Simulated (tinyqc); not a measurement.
Leakage against temperature: trap-assisted generation and recombination current of an abrupt junction. Computed by tinyqc, a small Python program. Command: `OMP_NUM_THREADS=1 python tinyqc.py 3017693 3017694 out.jsonl junctionleak walk`. One thread of a shared host (Intel(R) Xeon(R) Processor @ 2.30GHz), about 0.01 s of CPU time with the checks.

Depletion approximation, flat quasi-Fermi levels across the depleted layer, long neutral regions with minority lifetimes tau_n and tau_p, full ionisation and Boltzmann statistics. Voltages in exponents stand for e V.

Inputs (values chosen for the exercise, with bands and screening modelled on germanium): gap E_g = 0.664 eV; electron mass m_e = 0.224 m_0; valleys M_c = 4; hole mass m_h = 0.328 m_0; dielectric constant eps = 15.9; acceptor density N_A = 3.4e+16 cm^-3; donor density N_D = 6.2e+18 cm^-3; capture time tau_n = 4.6e-05 s; capture time tau_p = 5e-05 s; trap level E_t - E_i = 0.1 eV; electron diffusion coefficient D_n = 98 cm^2/s; hole diffusion coefficient D_p = 1.9 cm^2/s; reverse bias V_r = 6.1 V; temperature T = 350 K; tunnelling mass m_t = 0.1 m_0.

Field enhancement: Hurkx tunnelling factor.

Constants: k_B = 8.617333262e-05 eV/K; m_0 = 9.1093837015e-31 kg; k_B = 1.380649e-23 J/K; h = 6.62607015e-34 J s; e = 1.602176634e-19 C; eps_0 = 8.8541878128e-12 F/m; hbar = 1.054571817e-34 J s.

Method:
- N_c = 2 M_c (2 pi m_e k_B T/h^2)^(3/2) and N_v = 2 (2 pi m_h k_B T/h^2)^(3/2), masses in units of m_0.
- n_i = sqrt(N_c N_v) exp(-E_g/2 k_B T); V_bi = (k_B T/e) ln(N_A N_D/n_i^2); diffusion saturation current J_d0 = e n_i^2 [sqrt(D_n/tau_n)/N_A + sqrt(D_p/tau_p)/N_D].
- W = sqrt(2 eps eps_0 (V_bi - V)(1/N_A + 1/N_D)/e), x_p = W N_D/(N_A + N_D), x_n = W - x_p, peak field F_m = 2 (V_bi - V)/W; reverse bias means V = -V_r.
- Both capture times are divided by 1 + Gamma, Gamma = 2 sqrt(3 pi) (F/F_G) exp((F/F_G)^2), F_G = sqrt(24 m_t (k_B T)^3)/(e hbar) (the low-field Hurkx form), F being the local field, linear in x from 0 at the edges to F_m.
- Potential from the p edge: phi = (V_bi - V) x^2/(x_p W) on the p side and (V_bi - V)[1 - (W - x)^2/(x_n W)] on the n side; p = N_A exp(-phi/k_B T), n = n_i^2 exp(V/k_B T)/p; U = (n p - n_i^2)/[tau_p (n + n_i exp(dE/k_B T)) + tau_n (p + n_i exp(-dE/k_B T))], dE = E_t - E_i, n1 = n_i exp(dE/k_B T), p1 = n_i exp(-dE/k_B T); J_t = e int U dx by the trapezoid rule on 400 intervals on each side.
- The gap, capture times and diffusion coefficients are held fixed. J_g = -J_t at V = -V_r. The last column is -k_B d ln(J_g + J_d0)/d(1/T) from this row and the one above.

peak field F_m = 225127 V/cm

Reverse current:
```
T (K)  generation (A/cm^2)  diffusion (A/cm^2)  activation energy (eV)
280             1.3450e-07          3.1391e-07                       -
320             1.0846e-06          1.4612e-05                 0.68631
350             3.9534e-06          1.5060e-04                 0.73579
390             1.6820e-05          1.9928e-03                 0.75432
440             7.3349e-05          2.7020e-02                 0.76934
490             2.4215e-04          2.2283e-01                 0.78338
560             9.2109e-04          2.3748e+00                 0.79908
```

What follows from these numbers?

The activation energy goes from 0.686 to 0.799 eV. Generation alone gives about E_g/2 + dE if tau_p exp(dE/k_B T) exceeds tau_n exp(-dE/k_B T), else E_g/2 - dE, here 0.432 eV, plus 1.5 k_B T, less where tunnelling helps, and diffusion E_g = 0.664 eV plus 3 k_B T; diffusion rules in every row. Caution: one side is doped near or above its effective density of states, so Boltzmann statistics understate V_bi. Caution: at such a field avalanche multiplication or band-to-band tunnelling, left out here, may dominate the reverse current.

Extremes, crossings and ranges named in words are read from the listed rows.
